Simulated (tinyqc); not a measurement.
Changing the valley separation dE: two-valley model of the transferred-electron effect. Computed by tinyqc, a small Python program. Command: `OMP_NUM_THREADS=1 python tinyqc.py 3001632 3001633 out.jsonl gunn sweep`. One thread of a shared host (Intel(R) Xeon(R) Processor @ 2.30GHz), about 0.02 s of CPU time with the checks.

Both kinds of valley share one electron temperature T_e, and each has a constant mobility.

Inputs (values chosen for the exercise, modelled on InP):

| quantity | value | unit |
|---|---|---|
| central-valley mass m1 | 0.079 | m_0 |
| satellite-valley mass m2 | 0.25 | m_0 |
| satellite valleys Z | 4 | - |
| central-valley mobility mu1 | 4600 | cm^2/(V s) |
| satellite-valley mobility mu2 | 140 | cm^2/(V s) |
| energy relaxation time tau_E | 0.59 | ps |
| lattice temperature T | 250 | K |

Solver: bisection.

Constants: k_B = 8.617333262e-05 eV/K.

Method. Density-of-states ratio R = Z (m2/m1)^(3/2); n2/n1 = R exp(-dE/(k_B T_e)); mean mobility mu = (mu1 + mu2 n2/n1)/(1 + n2/n1); energy balance e mu F^2 = (3/2) k_B (T_e - T)/tau_E; v = mu F. Using T_e as the parameter, F(T_e) = sqrt(3 k_B (T_e - T)/(2 e mu tau_E)) and v = mu F; find the first maximum and the next minimum of v, and the most negative dv/dF between them.

One run for each value:

| valley separation dE (eV) | threshold field (kV/cm) | peak velocity (1e7 cm/s) | peak-to-valley ratio | T_e at the threshold (K) |
|---|---|---|---|---|
| 0.18 | 7.303 | 1.4825 | 1.0086 | 744.1 |
| 0.24 | 7.138 | 1.8310 | 1.0436 | 846.6 |
| 0.31 | 7.672 | 2.1825 | 1.0735 | 1014.3 |
| 0.42 | 8.671 | 2.6510 | 1.1025 | 1299.3 |
| 0.56 | 9.890 | 3.1529 | 1.1237 | 1673.3 |
| 0.75 | 11.380 | 3.7302 | 1.1399 | 2187.5 |
| 0.99 | 13.041 | 4.3527 | 1.1516 | 2841.0 |
| 1.30 | 14.927 | 5.0453 | 1.1603 | 3687.6 |

Over the rows, threshold field (kV/cm) goes from 7.30 through a minimum among these rows, 7.14 at 0.240, to 14.9; peak velocity (1e7 cm/s) rises from 1.48 to 5.05 (exponent d ln y / d ln x 0.73 between the first rows and 0.54 between the last); peak-to-valley ratio rises from 1.01 to 1.16 (exponent d ln y / d ln x 0.12 between the first rows and 0.028 between the last).  Left out: 0.130 (no negative differential mobility).

Caution (rows 1.30): T_e at the threshold exceeds 3000 K, outside the range of a Maxwellian in parabolic valleys.

Extremes, crossings and ranges named in words are read from the listed rows.
